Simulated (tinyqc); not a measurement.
Transmission spectrum against simple models: phonon transmission through an interface between two chains by Green functions. Computed by tinyqc, a small Python program. Command: `OMP_NUM_THREADS=1 python tinyqc.py 3023404 3023405 out.jsonl agf walk`. One thread of a shared host (Intel(R) Xeon(R) Processor @ 2.30GHz), about 0.01 s of CPU time with the checks.

Two semi-infinite chains (masses m_1, m_2; springs k_1, k_2), motion along the chain. The central region holds the end atom of each chain and one interlayer atom of mass m_b, joined by springs k_b. lambda = omega^2 in eV/(angstrom^2 u); nu = 15.6333042 THz x sqrt(lambda).

Inputs (values chosen for the exercise, for two model chains):
```
quantity                          value           unit
mass m_1                           22.6              u
spring k_1                         8.28  eV/angstrom^2
mass m_2                           42.3              u
spring k_2                           15  eV/angstrom^2
junction spring k_b                6.46  eV/angstrom^2
interlayer mass m_b                56.6              u
probe frequency / lower band top   0.51              -
```

Atoms in the interlayer: one.

Constants: nu for 1 eV/(angstrom^2 u) = 15.6333042 THz.

Method:
- nu_max = 15.6333042 THz x 2 sqrt(k/m); impedance Z = sqrt(k m); long-wave transmission 4 Z_1 Z_2/(Z_1 + Z_2)^2; the probe frequency is the given share of the lower band top.
- In chain i, sin(q_i a/2) = nu/nu_max,i. An outgoing wave makes the next atom move as exp(i q_i a) times the end atom, so the lead adds the self-energy Sigma_i = -k_i exp(i q_i a) to the force-constant matrix; Gamma_i = -2 Im Sigma_i = 2 k_i sin(q_i a).
- A = lambda M - K - Sigma over the central atoms, with K_ii the sum of the springs at i, K_(i,i+1) = -k_b; G = inverse of A; transmission = Gamma_1 Gamma_2 |G_(first,last)|^2.
- Long-wave value 4 Z_1 Z_2/(Z_1 + Z_2)^2. Continuum estimate, with omega = sqrt(lambda): a slab of impedance Z_b = sqrt(k_b m_b) and phase p = omega x (number of interlayer atoms) x sqrt(m_b/k_b), tau = 4 Z_1 Z_2/[(Z_1 + Z_2)^2 cos^2 p + (Z_b + Z_1 Z_2/Z_b)^2 sin^2 p].

band top of chain 1 = 18.9253 THz

band top of chain 2 = 18.6190 THz

long-wave transmission = 0.912313

Z_1 = 13.6795 sqrt(eV u)/angstrom

Z_2 = 25.1893 sqrt(eV u)/angstrom

Transmission:
```
nu/nu_top  nu (THz)  Green function  long-wave value  continuum estimate
0.05          0.931         0.91655          0.91231             0.91476
0.15          2.793         0.94913          0.91231             0.93294
0.25          4.655         0.99480          0.91231             0.96208
0.35          6.517         0.94855          0.91231             0.98884
0.45          8.379         0.64969          0.91231             0.99910
0.55         10.240         0.29458          0.91231             0.98696
0.65         12.102         0.10933          0.91231             0.95937
0.75         13.964         0.03811          0.91231             0.93074
0.85         15.826         0.01205          0.91231             0.91397
0.92         17.129         0.00439          0.91231             0.91313
0.98         18.247         0.00096          0.91231             0.91990
```

What follows from these numbers?

The transmission starts at the impedance value 0.912 and vanishes at the lower band top, 18.62 THz, above which chain 2 has no states. It rises to 0.995 at nu/nu_top = 0.25, where the two sides are matched better than for long waves. The continuum estimate is within 0.05 up to nu/nu_top = 0.35; it leaves out dispersion, and it puts the faces of the slab half a spring from its outer atoms.
